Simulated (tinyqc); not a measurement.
Electroplating on a thin resistive seed layer: kinetics, Wagner number and the terminal effect across a wafer. From one set of inputs to another, one input at a time. Computed by tinyqc, a small Python program. Command: `OMP_NUM_THREADS=1 python tinyqc.py 3120074 3120075 out.jsonl terminal ladder`. One thread of a shared host (Intel(R) Xeon(R) Processor @ 2.30GHz), about 0.06 s of CPU time with the checks.

Current enters the seed at the rim. The bath is treated as a local resistance per area (no lateral flow in the liquid), two electrons per ion, molar volume 7.11 cm^3/mol, Faraday constant F = e N_A, kinematic viscosity 0.01 cm^2/s, omega = 2 pi x rpm/60; k_B T/e is in volts.

The inputs printed are set A. Inputs not listed in the table keep their values of set A, so the rows need not describe a real material.

Inputs (values chosen for the exercise, of the order of those for copper plating on a thin cobalt or ruthenium seed):

| quantity | value | unit |
|---|---|---|
| wafer radius R | 10 | cm |
| seed thickness t | 110 | nm |
| seed resistivity | 20 | microohm cm |
| bath conductivity kappa | 0.12 | S/cm |
| gap to the anode h | 3.2 | cm |
| extra resistance of a porous plate | 67 | ohm cm^2 |
| exchange current density i_0 | 0.49 | mA/cm^2 |
| cathodic transfer coefficient alpha | 0.87 | - |
| mean current density | 3.2 | mA/cm^2 |
| diffusivity of the metal ion | 5.7e-06 | cm^2/s |
| metal ion concentration | 0.87 | mol/L |
| rotation rate | 60 | rpm |
| temperature T | 298 | K |

Constants: e = 1.602176634e-19 C; N_A = 6.02214076e+23 1/mol; k_B = 8.617333262e-05 eV/K.

Method:
- Growth rate = i V_m/(2 F). Levich limit i_L = 0.62 x 2 F D^(2/3) omega^(1/2) nu^(-1/6) c. Tafel overpotential eta = (k_B T/(alpha e)) ln(i/i_0); kinetic resistance k_B T/(alpha e i); bath resistance h/kappa + plate; R_s = resistivity/t; Wagner number = kinetic resistance x kappa/R.
- Linearised: with R_t = kinetic + bath resistance the current density obeys (1/r)(r i')' = i R_s/R_t, so i = A I_0(r/l), l = sqrt(R_t/R_s); with x = R/l, edge/centre = I_0(x) and edge/mean = x I_0(x)/(2 I_1(x)).
- Voltage drop in the seed for a uniform current: i R_s R^2/4.
- Full model: seed potential phi(r) with (1/r)(r phi')' = R_s i, where i solves phi = R_b i + (k_B T/(alpha e)) ln(i/i_0) (phi being the driving voltage left at r); phi'(0) = 0 and phi'(R) = R_s i_mean R/2. Solved by collocation to a tolerance of 1e-7.

Each row keeps all changes above it:

| input moved | from | to | edge over centre, full model | edge over centre, linear | Wagner number |
|---|---|---|---|---|---|
| set A | - | - | 1.4922 | 1.4930 | 0.11069 |
| mean current density (mA/cm^2) | 3.2 | 12 | 1.5315 | 1.5318 | 0.02952 |
| seed resistivity (microohm cm) | 20 | 14 | 1.3593 | 1.3594 | 0.02952 |
| bath conductivity kappa (S/cm) | 0.12 | 0.076 | 1.3061 | 1.3062 | 0.01869 |
| seed thickness t (nm) | 110 | 43 | 1.8729 | 1.8739 | 0.01869 |
| gap to the anode h (cm) | 3.2 | 4 | 1.7857 | 1.7864 | 0.01869 |
| cathodic transfer coefficient alpha | 0.87 | 0.44 | 1.7675 | 1.7688 | 0.03696 |
| exchange current density i_0 (mA/cm^2) | 0.49 | 0.15 | 1.7675 | 1.7688 | 0.03696 |

Edge over centre, full model goes from 1.49 to 1.77, a factor 1.18 in all. The largest single move comes from seed thickness t (a factor 1.43), and seed resistivity works against it (a factor 0.888). Edge over centre, linear goes from 1.49 to 1.77, a factor 1.18 in all. The largest single move comes from seed thickness t (a factor 1.43), and seed resistivity works against it (a factor 0.887). Wagner number goes from 0.111 to 0.0370, a factor 0.334 in all. The largest single move comes from mean current density (a factor 0.267), and cathodic transfer coefficient alpha works against it (a factor 1.98). The single moves hold for this order of the switches; the total does not depend on the order.

Extremes, crossings and ranges named in words are read from the listed rows.
